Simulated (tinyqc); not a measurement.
From results back to parameters: Peierls distortion of a half-filled chain. Four cases, with inputs chosen for the exercise.

Problem. The gap 2D and the difference 4 u0 between long and short bonds are given; al and K are hidden. Equilibrium: 1 = (4 al^2/K) mean(sin^2 x/|E|).

Atoms move by +/- u, so bonds change by -/+ 2u and hoppings are t +/- 2 al u. Bands E = -/+ sqrt((2 t cos x)^2 + D^2 sin^2 x) with D = 4 al u, x = k a in (0, pi/2); the gap is 2D. Energy per atom at zero temperature: E(u) = -mean_x sqrt(...) + 2 K u^2; exactly, the mean is (4t/pi) E(1 - z^2), z = D/2t, E the complete elliptic integral of the second kind with parameter m. Coupling lambda = 2 al^2/(pi t K).

Find: al; mean(sin^2 x/|E|); K.

Method. gap = 8 al u0 = 2 al (4 u0) gives al; the mean follows from t and D, equal to (K(m) - E(m))/(pi t m) with m = 1 - z^2; then K = 4 al^2 mean.

Case 1.

Values chosen: t = 2.29 eV (hopping of the even chain).
gap = 2.44292 eV
4 u0 = 0.230464 angstrom

Solution.

al = 5.30 eV/angstrom
mean(sin^2 x/|E|) = 0.2483 1/eV
K = 27.9 eV/angstrom^2

Case 2.

Values chosen: t = 2.35 eV (hopping of the even chain).
gap = 1.49181 eV
4 u0 = 0.135619 angstrom

Solution.

al = 5.50 eV/angstrom
mean(sin^2 x/|E|) = 0.3066 1/eV
K = 37.1 eV/angstrom^2

Case 3.

Values chosen: t = 1.88 eV (hopping of the even chain).
gap = 2.07126 eV
4 u0 = 0.246579 angstrom

Solution.

al = 4.20 eV/angstrom
mean(sin^2 x/|E|) = 0.2976 1/eV
K = 21.0 eV/angstrom^2

Case 4.

Values chosen: t = 2.28 eV (hopping of the even chain).
gap = 1.48181 eV
4 u0 = 0.137204 angstrom

Solution.

al = 5.40 eV/angstrom
mean(sin^2 x/|E|) = 0.3129 1/eV
K = 36.5 eV/angstrom^2

Computed by tinyqc, one run a case: `OMP_NUM_THREADS=1 python tinyqc.py N N+1 out.jsonl` with N = 1651893, 1651985, 1652018, 1652029; one thread of a shared Intel(R) Xeon(R) Processor @ 2.30GHz, about 0.09 s a run at most.
